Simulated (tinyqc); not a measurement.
# Input admittance of a MOSFET at zero drain bias: distributed channel and distributed gate: input impedance against frequency

Source and drain grounded, strong inversion, w = 2 pi f, Cox = eps0 eox/tox. The channel is an RC line of resistance 1/(mu Cox Vo) per square fed from both ends, so one finger has the intrinsic admittance y = i w Cox L tanh(g)/g per width, g = (1/2) sqrt(i w tau), tau = L^2/(mu Vo). The vertical resistance rv/L is in series with y, the overlaps 2 i w Cov in parallel: y_t = 1/(1/y + rv/L) + 2 i w Cov. The gate strip is a line of Rsh/L per length loaded by y_t, so a finger has Y = y_t Wf tanh(k)/k, k = (Wf/sd) sqrt(y_t Rsh/L); the device has Nf Y.

Low-frequency limits, with c = Cox L and ct = c + 2 Cov: R_strip = Rsh Wf/(3 sd^2 L Nf), R_ch = (c/ct)^2 L/(12 mu Cox Vo Wf Nf), R_vert = (c/ct)^2 rv/(L Wf Nf), C = ct Wf Nf. Z = 1/(Nf Y) = R + 1/(i w C), Q = |Im Z|/R, far-point signal |1/cosh k|.

Values chosen for this exercise; values of the order met in silicon radio-frequency transistors:
```
symbol,value,unit,meaning
eox,21.3,,relative permittivity of the gate insulator (close to hafnium oxide)
tox,9.9,nm,insulator thickness
L,0.8,um,channel length
Wf,0.93,um,finger width
Nf,4,,number of fingers
mu,380,cm^2/(V s),channel mobility
Vo,0.32,V,gate overdrive
Rsh,20,ohm/square,sheet resistance of the gate
rv,1.6,ohm um^2,vertical resistivity of the gate stack
sd,2,,number of ends at which a finger is contacted
Cov,0.4,fF/um,overlap and fringe capacitance on each side
```

Constants: eps0 = 8.8541878128e-14 F/cm where lengths are in cm. Results are converted to the units shown.

The same in every row: low-frequency R (ohm) = 70.81.

Input impedance against frequency:

| f (GHz) | w tau | \|k\| | R (ohm) | C (fF) | Q | signal at the far point |
|---|---|---|---|---|---|---|
| 0.03 | 0.009921 | 0.004043 | 70.81 | 59.67 | 1256 | 1.000 |
| 0.09 | 0.02976 | 0.007002 | 70.81 | 59.67 | 418.5 | 1.000 |
| 0.3 | 0.09921 | 0.01278 | 70.81 | 59.67 | 125.6 | 1.000 |
| 0.7 | 0.2315 | 0.01953 | 70.81 | 59.66 | 53.82 | 1.000 |
| 2 | 0.6614 | 0.03297 | 70.79 | 59.63 | 18.85 | 1.000 |
| 5 | 1.653 | 0.05185 | 70.70 | 59.40 | 7.579 | 0.9998 |
| 10 | 3.307 | 0.07199 | 70.39 | 58.62 | 3.857 | 0.9994 |
| 40 | 13.23 | 0.1173 | 64.85 | 47.49 | 1.292 | 0.9958 |
| 100 | 33.07 | 0.1423 | 47.78 | 29.47 | 1.130 | 0.9933 |

R falls from 70.8 to 47.8 ohm and C falls from 59.7 to 29.5 fF. Q goes as f^(-1.00) between the first two rows and f^(-0.15) between the last two, where w tau = 33.1 and |k| = 0.142. The low-frequency limits hold both R and C within 5 % up to f = 10 GHz among the rows.

tinyqc, about 0.01 s, one thread, Intel Xeon 2.30GHz (shared host): `OMP_NUM_THREADS=1 python tinyqc.py 2262194 2262195 out.jsonl`
